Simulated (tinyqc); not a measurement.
What each parameter does: polar nitride quantum well with polarisation fields.

Growth along [0001]. e_par = (a_sub - a)/a, Ppz = 2 e_par (e31 - e33 C13/C33), P = Psp + Ppz in each layer; strain relaxation and the strain shift of the gaps are left out, although thick layers with more than about 1 % mismatch would relax.

In a periodic stack without free charge the potential drop over a period vanishes: F_w = (P_b - P_w) Lb/(eps0 (eps_w Lb + eps_b Lw)), F_b = -F_w Lw/Lb, eps0 = 8.8541878e-12 F/m; 1 MV/cm = 1e8 V/m = 0.01 V/angstrom.

Envelope functions on cells of 0.25 angstrom over barrier, well, barrier (widths Lb, Lw, Lb), psi = 0 beyond, psi'/m continuous (mean mass between points), c = hbar^2/2m0. With u(z) the integral of e F (F_w in the well, F_b = -F_w Lw/Lb in the barriers, 1 MV/cm = 0.01 V/angstrom), zero at the centre of the well, the electron sees u plus Vc in the barriers and the hole -u plus Vv. The transition is Eg + E_e + E_h; excitons are left out.

Constants: hbar^2/2m0 = 3.80998211 eV angstrom^2; hc = 1239.841984 eV nm.

Values chosen for the exercise (near those of an InGaN well in GaN; the results hold for these values, not for the real material):
- a_w = 3.296 angstrom (lattice constant a, well)
- a_b = 3.189 angstrom (lattice constant a, barrier)
- a_sub = 3.189 angstrom (in-plane lattice constant of the stack)
- Psp_w = -0.0282 C/m^2 (spontaneous polarisation)
- Psp_b = -0.0344 C/m^2 (spontaneous polarisation)
- e31_w = -0.344 C/m^2
- e31_b = -0.336 C/m^2
- e33_w = 0.69 C/m^2
- e33_b = 0.667 C/m^2
- C_w = 0.296 (C13/C33)
- C_b = 0.26 (C13/C33)
- eps_w = 11.4 (dielectric constant)
- eps_b = 10.2 (dielectric constant)
- Lw = 32 angstrom (well width)
- Lb = 75 angstrom (barrier width)
- Eg = 2.321 eV (gap of the well)
- Vc = 0.761 eV (conduction offset)
- Vv = 0.358 eV (valence offset)
- me = 0.161 m0 (electron, well)
- meb = 0.2 m0 (electron, barrier)
- mh = 1.84 m0 (hole, everywhere)

Polarisation, field, levels and overlap anew.

One parameter was then changed.

Results before and after:
```
case     F_w (MV/cm)  E (eV)  overlap^2  red shift (meV)
base          -2.997  2.0295      0.029              424
changed       -3.219  1.9816      0.022              472
```

Which of these changes was made? (a) Psp_b = -0.0378 C/m^2; (b) a_sub = 3.179 angstrom; (c) Vc = 0.647 eV; (d) mh = 1.29 m0; (e) Lb = 100 angstrom; (f) eps_w = 12.5; (g) e33_w = 0.759 C/m^2; (h) Lw = 28 angstrom.

Answer: (e) Lb = 100 angstrom. Of the candidates, run in turn, only this one gives the changed row.

All candidates:
```
case                    F_w (MV/cm)  E (eV)  overlap^2  red shift (meV)
base                         -2.997  2.0295      0.029              424
Lw = 28 angstrom             -3.104  2.1318      0.066              349
Lb = 100 angstrom            -3.219  1.9816      0.022              472
a_sub = 3.179 angstrom       -3.006  2.0276      0.029              426
Psp_b = -0.0378 C/m^2        -3.241  1.9795      0.022              474
e33_w = 0.759 C/m^2          -3.092  2.0101      0.026              443
eps_w = 12.5                 -2.801  2.0687      0.036              385
mh = 1.29 m0                 -2.997  2.0502      0.038              408
Vc = 0.647 eV                -2.997  2.0135      0.026              434
```

tinyqc: `OMP_NUM_THREADS=1 python tinyqc.py 1282085 1282086 out.jsonl`; about 0.04 s, one thread, shared Intel(R) Xeon(R) Processor @ 2.30GHz.
